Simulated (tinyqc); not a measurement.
Range and order of the fit: effective mass of the light-hole band from tabulated energies.

c = hbar^2/2m0.
Constants: hbar^2/2m0 = 3.80998211 eV angstrom^2.

Energies along [110], from the band edge downward:

| k (1/angstrom) | E (meV) |
|---|---|
| 0.000000 | 0.00000 |
| 0.001800 | 0.82680 |
| 0.003600 | 3.26930 |
| 0.005400 | 7.22160 |
| 0.007200 | 12.52940 |
| 0.009000 | 19.01340 |
| 0.010800 | 26.49080 |
| 0.012600 | 34.78960 |
| 0.014400 | 43.75600 |

reference mass (curvature of the model at k = 0.0001 1/angstrom) = 0.014873 m0

Least-squares fits of E = a k^2 (+ b k^4 + d k^6) over points 1 to n, and the line y = c k^2/E against E; errors of m against the reference.

Results:

| n | E at point n (meV) | one term (%) | two terms (%) | three terms (%) | line (%) | rms residual, one term (meV) |
|---|---|---|---|---|---|---|
| 3 | 7.2 | 3.10 | 0.08 | 0.00 | -0.01 | 0.034 |
| 4 | 12.5 | 5.17 | 0.26 | 0.01 | -0.01 | 0.097 |
| 5 | 19.0 | 7.67 | 0.57 | 0.04 | -0.02 | 0.211 |
| 6 | 26.5 | 10.53 | 1.06 | 0.10 | -0.04 | 0.389 |
| 7 | 34.8 | 13.71 | 1.72 | 0.23 | -0.06 | 0.640 |
| 8 | 43.8 | 17.18 | 2.57 | 0.42 | -0.09 | 0.970 |

What does the comparison show?

The error of the parabola goes from +3.10 to +17.18 % as the range widens, and at n = 8 its residual, 0.97 meV, is only 2.2 % of the top energy: a small residual does not vouch for the mass. Over the full range (n = 8) the best form is the line (0.09 %); the line errs by -0.01 % at n = 3 and -0.09 % at n = 8. Without scatter, a narrower range or a second term is the cure: at n = 8 the errors are +17.18, +2.57 and +0.42 % for one, two and three terms. Three terms on three points interpolate exactly.

Program tinyqc; command `OMP_NUM_THREADS=1 python tinyqc.py 1880685 1880686 out.jsonl`; about 0.01 s on one thread of a shared Intel(R) Xeon(R) Processor @ 2.30GHz.
